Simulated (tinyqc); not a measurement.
Inside a calculation. Model: tunnelling through a two-layer gate stack, WKB transmission and Tsu-Esaki current.

Program tinyqc, `OMP_NUM_THREADS=1 python tinyqc.py 2540099 2540100 out.jsonl`; Intel Xeon 2.30GHz, shared host, one thread, about 0.03 s. Printed values are rounded.

Electrons leave the emitter at x = 0. Energies E (motion across the layers) are in eV from the emitter Fermi level; the collector Fermi level lies at -V and offers states at every E. No charge in the dielectric and no image force: F1 = V/(t1 + t2 eps1/eps2), F2 = F1 eps1/eps2; U = phi1 - F1 x in layer 1 and phi2 - F1 t1 - F2 (x - t1) in layer 2. With C = hbar^2/(2 m0), kappa = sqrt(m (U - E)/C) where U > E and 0 elsewhere; T(E) = exp(-S), S = 2 times the integral of kappa over x.

Inputs (values chosen for the exercise); layer 1 close to aluminium oxide, layer 2 close to hafnium oxide: temperature T = 350 K; Fermi energy of the emitter above its band bottom Ef = 1 eV; emitter mass in the supply function me = 0.69 m0; barrier of layer 1 above the emitter Fermi level at zero bias phi1 = 2.73 eV; tunnelling mass of layer 1 m1 = 0.42 m0; thickness of layer 1 t1 = 1 nm; relative permittivity of layer 1 eps1 = 9.04; barrier of layer 2 at zero bias phi2 = 1.52 eV; tunnelling mass of layer 2 m2 = 0.21 m0; thickness of layer 2 t2 = 2.6 nm; relative permittivity of layer 2 eps2 = 21.7; voltage across the dielectric V = 0.3 V; energy of the electron followed E = 0.08 eV; cells in each layer nc = 5; lower end of the energy grid Ea = -0.95 eV; upper end of the energy grid Eb = 0.35 eV; points of the energy grid nE = 11.

Constants: q = 1.602176634e-19 C, kB = 1.380649e-23 J/K, hbar = 1.054571817e-34 J s, m0 = 9.1093837015e-31 kg, Vt = kB T/q, hbar^2/(2 m0) = 0.0380998212 eV nm^2. Results are converted to the units shown.

## Fields and band edges

F1 = V/(t1 + t2 eps1/eps2), F2 = F1 eps1/eps2; U = phi1 - F1 x in layer 1 and phi2 - F1 t1 - F2 (x - t1) in layer 2. EOT = 3.9 (t1/eps1 + t2/eps2).

F1 = 1.44014 MV/cm
F2 = 0.599947 MV/cm
U at the end of layer 1 = 2.58599 eV
U at the start of layer 2 = 1.37599 eV
U at the end of layer 2 = 1.22 eV
EOT = 0.898697 nm

## WKB exponent by the midpoint rule

Cut each layer into nc equal cells, take U and kappa at the cell centres, and sum S = 2 sum kappa h.

```
cell	x (nm)	U (eV)	kappa (1/nm)
0	0.10000	2.71560	5.39017
1	0.30000	2.68680	5.36064
2	0.50000	2.65799	5.33094
3	0.70000	2.62919	5.30108
4	0.90000	2.60039	5.27105
5	1.26000	1.36039	2.65656
6	1.78000	1.32919	2.62399
7	2.30000	1.29799	2.59102
8	2.82000	1.26680	2.55762
9	3.34000	1.23560	2.52378
```

S = 24.1326
T(E) = 3.30619e-11

## WKB exponent in closed form

Each layer adds (2/F) sqrt(m/C) [G(u at its left edge) - G(u at its right edge)] to S, with u = U - E (0 where negative) and G(u) = (2/3) u^1.5. The slope follows from 1/d = -dS/dE.

S = 24.1325
T(E) = 3.30654e-11
energy d over which T(E) grows by a factor e = 0.13155 eV

The midpoint rule gives S = 24.133, so its T(E) is 0.011 % below this value. The band edge stays above E through the whole stack: direct tunnelling through a trapezoid.

## Current density on a coarse energy grid

J = J0 times the integral of T(E) N(E) dE, N = ln[(1 + exp(-E/Vt))/(1 + exp((-E - V)/Vt))], J0 = q^2 me m0 kB T/(2 pi^2 hbar^3) (times 1e-4 for A/cm^2 per eV), by Simpson's rule on nE equally spaced points from Ea to Eb.

```
point	E (eV)	T(E)	N	T(E) N
0	-0.950000	3.74331e-14	9.94673	3.72337e-13
1	-0.820000	8.05688e-14	9.94673	8.01396e-13
2	-0.690000	1.77109e-13	9.94673	1.76165e-12
3	-0.560000	3.98394e-13	9.94655	3.96265e-12
4	-0.430000	9.19110e-13	9.93339	9.12988e-12
5	-0.300000	2.18053e-12	9.25363	2.01778e-11
6	-0.170000	5.33680e-12	5.62670	3.00286e-11
7	-0.040000	1.35274e-11	1.56150	2.11230e-11
8	0.090000	3.56817e-11	0.0493486	1.76085e-12
9	0.220000	9.85421e-11	6.79158e-4	6.69257e-14
10	0.350000	2.87194e-10	9.12429e-6	2.62044e-15
```

J0 = 3.36784e8 A/(cm^2 eV)
J = 0.00394423 A/cm^2

The integrand peaks at E = -0.170 eV among these points. A converged quadrature from -Ef to above the barrier gives 0.003887 A/cm^2; this grid is 1.5 % above that.
